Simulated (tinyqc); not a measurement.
Six-transistor SRAM cell, nodal equations and margins: two steps of the calculation.

Two cross-coupled inverters (pull-down bn, pull-up bp) hold the nodes Q and QB; access transistors (ba, threshold VTn, gate on the word line at Vdd when selected) join them to the bit lines. Transistor (EKV form, voltages against the body): I = 2 n b Vt^2 [F(vp - Vs) - F(vp - Vd)] from drain to source, F(v) = ln^2(1 + exp(v/(2 Vt))), vp = (Vg - VT + sg |Vd - Vs|)/n. n-channel bodies are at 0; for the p-channel device all voltages are counted down from Vdd. b in uA/V^2 gives I in uA. For an access transistor the bit line is the drain and the node the source. In a read both bit lines are at Vdd. The cell is symmetric (no mismatch).

Inputs (values chosen for the exercise):
- T = 293 K (temperature)
- Vdd = 0.7 V (supply voltage)
- n = 1.29 (slope factor)
- sg = 0.116 (drain-induced barrier lowering)
- VTn = 0.28 V (n-channel threshold)
- VTp = 0.32 V (p-channel threshold (magnitude))
- bn = 500 uA/V^2 (gain factor of the pull-down transistor)
- ba = 420 uA/V^2 (gain factor of the access transistor)
- bp = 260 uA/V^2 (gain factor of the pull-up transistor)

Constants: q = 1.602176634e-19 C, kB = 1.380649e-23 J/K, Vt = kB T/q. Results are converted to the units shown.

Problem 1. Node voltages in a read by Newton steps. F1 = In(gate QB, drain Q) - Ip(gate QB, drain Q) - Ia(bit line, Q), F2 the same with Q and QB exchanged; J by central differences with +/- 1e-6 V; solve J d = -F, limit each component to +/- 0.15 V and add.

(Q, QB) at the start (V): Q 0.00000000, QB 0.70000000

Find: F1, F2; J; (Q, QB) after iteration 1.

Solution 1.

F1, F2 (uA): -40.90  0.00

J (uS):
```
        Q    QB
F1  439.1   0.0
F2    0.1  98.6
```

(Q, QB) after iteration 1 (V): Q 0.0931, QB 0.6999

Problem 2. The largest square in the read butterfly. f(x) is the node voltage of one half-cell in a read for input x (In - Ip - Ia = 0). Static noise margin: side of the largest square between the curve (x, f(x)) and its mirror image (f(y), y); with h(c) the root x of f(x) - x = c, it is the maximum over c > 0 of h(c) - h(-c) + c.

c, point 0 to 6 (V): 0.11  0.19  0.26  0.32  0.38  0.41  0.45

Give: h(c); h(-c); side.

Solution 2.

```
point  h(c) (V)  h(-c) (V)  side (V)
0       0.30236    0.37647   0.03589
1       0.29314    0.41987   0.06327
2       0.28541    0.46022   0.08519
3       0.27698    0.49664   0.10034
4       0.26235    0.53594   0.10641
5       0.25067    0.55695   0.10373
6       0.22919    0.58638   0.09281
```

The maximum over c is 106.4 mV, the read margin; with the word line off (no Ia) the same construction gives 247.7 mV.

tinyqc, about 0.1 s, one thread, Intel Xeon 2.30GHz (shared host): `OMP_NUM_THREADS=1 python tinyqc.py 2340014 2340015 out.jsonl`
